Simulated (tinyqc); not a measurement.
Yield over energy: physical sputtering: collision-cascade yield, angular dependence, faceting and resputtering in deposition. Computed by tinyqc, a small Python program. Command: `OMP_NUM_THREADS=1 python tinyqc.py 3004496 3004497 out.jsonl sputter walk`. One thread of a shared host (Intel(R) Xeon(R) Processor @ 2.30GHz), about 0.01 s of CPU time with the checks.

Ions start collision cascades; atoms that reach the surface with more than U leave. The target is amorphous or fine-grained.

Inputs (values chosen for the exercise, modelled on gallium ions on tungsten):
```
quantity,value,unit
ion Z1,31,-
ion mass M1,69.7,u
target Z2,74,-
target mass M2,183.8,u
surface binding energy U,8.9,eV
target density N,63.2,1/nm^3
fit factor Q,0.7,-
ion energy E,390,eV
current density J,0.079,mA/cm^2
```

Constants: e = 1.602176634e-19 C.

Method. gamma = 4 M1 M2/(M1 + M2)^2; threshold E_th = 6.7 U/gamma for M1 >= M2, else U (1 + 5.7 M1/M2)/gamma. eps = 0.03255 M2 E/(Z1 Z2 (M1 + M2) z), z = (Z1^(2/3) + Z2^(2/3))^(1/2), E in eV; s_n = 3.441 sqrt(eps) ln(eps + 2.718)/(1 + 6.355 sqrt(eps) + eps (6.882 sqrt(eps) - 1.708)); S_n = 84.78 Z1 Z2 M1 s_n/((M1 + M2) z) in eV angstrom^2; alpha = 0.249 (M2/M1)^0.56 + 0.0035 (M2/M1)^1.5 for M1 <= M2, else 0.0875 (M2/M1)^(-0.15) + 0.165 M2/M1; Y0 = 0.042 Q alpha S_n/U [1 - sqrt(E_th/E)]^2.5 (the electronic-loss factor of the full formula is dropped). Erosion rate = Y0 J/(e N); 1 cm^2 = 1e14 nm^2.

threshold E_th = 35.2863 eV

Normal incidence:
```
E (eV),eps,S_n (eV angstrom^2),Y0,Y0 per keV
50,9.8101e-05,327.0,4.9008e-03,0.0980
100,1.9620e-04,451.5,6.9470e-02,0.6947
200,3.9240e-04,617.8,2.3187e-01,1.1593
300,5.8861e-04,738.3,3.7855e-01,1.2618
500,9.8101e-04,918.0,6.2159e-01,1.2432
1000,1.9620e-03,1216.3,1.0594e+00,1.0594
2000,3.9240e-03,1580.1,1.6212e+00,0.8106
5000,9.8101e-03,2153.8,2.5343e+00,0.5069
10000,1.9620e-02,2639.3,3.3183e+00,0.3318
30000,5.8861e-02,3423.9,4.5977e+00,0.1533
100000,1.9620e-01,4077.0,5.6972e+00,0.0570
```

The yield per keV peaks at 300 eV among these rows, 9 times the threshold, the most economical range for removing atoms. Y0 varies as E^3.83 between the first rows and as E^0.18 at the end, where nuclear stopping is flattening. Caution: the electronic-loss factor, dropped here, would lower the yields at the highest energies slightly.

Extremes, crossings and ranges named in words are read from the listed rows.
